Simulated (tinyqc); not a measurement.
Nudged elastic band on a two-dimensional model surface: one step, computed by the program tinyqc. Command: `OMP_NUM_THREADS=1 python tinyqc.py 3007527 3007528 out.jsonl neb walk`. One thread of a shared host (Intel(R) Xeon(R) Processor @ 2.30GHz), about 0.1 s of CPU time with the checks.

V(x, y) = -A (cos kx + cos ky) - B cos kx cos ky + (C sin ky + S sin kx)(1 - cos kx), k = 2 pi/a; the atom hops from the minimum at (0, 0) to that at (a, 0).

Question. Iteration 2. Tangent at image i: towards the higher neighbour if the energies rise or fall through i; at a maximum or minimum, tau = t+ dmax + t- dmin if V(i+1) > V(i-1), else t+ dmin + t- dmax, with t+ = R(i+1) - R(i), t- = R(i) - R(i-1) and dmax, dmin the larger and smaller of |V(i+1) - V(i)| and |V(i-1) - V(i)|; then normalise. Force F = -grad V + (grad V.tau) tau + k_s (|t+| - |t-|) tau. Update R(new) = R + eta F; the end points stay fixed.

Inputs (values chosen for the exercise, for a model surface): amplitude A = 0.12 eV; amplitude B = -0.0019 eV; skew C = 0.032 eV; asymmetry S = -0.013 eV; period a = 2.8 angstrom; spring constant k_s = 0.16 eV/angstrom^2; step factor eta = 0.35 angstrom^2/eV.

Surface: adatom on a square lattice. Climbing image: off.

images after iteration 1 (angstrom), rows image 1, image 2, image 3, image 4, image 5, image 6, columns x, y:
$$\begin{pmatrix}
0.400000 & -0.009463 \\
0.800000 & -0.030725 \\
1.200000 & -0.047777 \\
1.600000 & -0.047777 \\
2.000000 & -0.030725 \\
2.400000 & -0.009463
\end{pmatrix}$$

positions (angstrom), rows start, end, saddle, columns x, y:
$$\begin{pmatrix}
0.000000 & 0.000000 \\
2.800000 & 0.000000 \\
1.505155 & -0.212977
\end{pmatrix}$$

Give: unit tangents; forces; images after iteration 2.

Answer.

unit tangents, rows image 1, image 2, image 3, image 4, image 5, image 6, columns x, y:
$$\begin{pmatrix}
0.999 & -0.053 \\
0.999 & -0.043 \\
1.000 & 0.000 \\
1.000 & 0.010 \\
0.999 & 0.043 \\
0.999 & 0.053
\end{pmatrix}$$

forces (eV/angstrom), rows image 1, image 2, image 3, image 4, image 5, image 6, columns x, y:
$$\begin{pmatrix}
-0.0016 & -0.0309 \\
-0.0034 & -0.0788 \\
-0.0001 & -0.1065 \\
0.0011 & -0.1071 \\
0.0035 & -0.0805 \\
0.0017 & -0.0335
\end{pmatrix}$$

images after iteration 2 (angstrom), rows image 1, image 2, image 3, image 4, image 5, image 6, columns x, y:
$$\begin{pmatrix}
0.399 & -0.020 \\
0.799 & -0.058 \\
1.200 & -0.085 \\
1.600 & -0.085 \\
2.001 & -0.059 \\
2.401 & -0.021
\end{pmatrix}$$
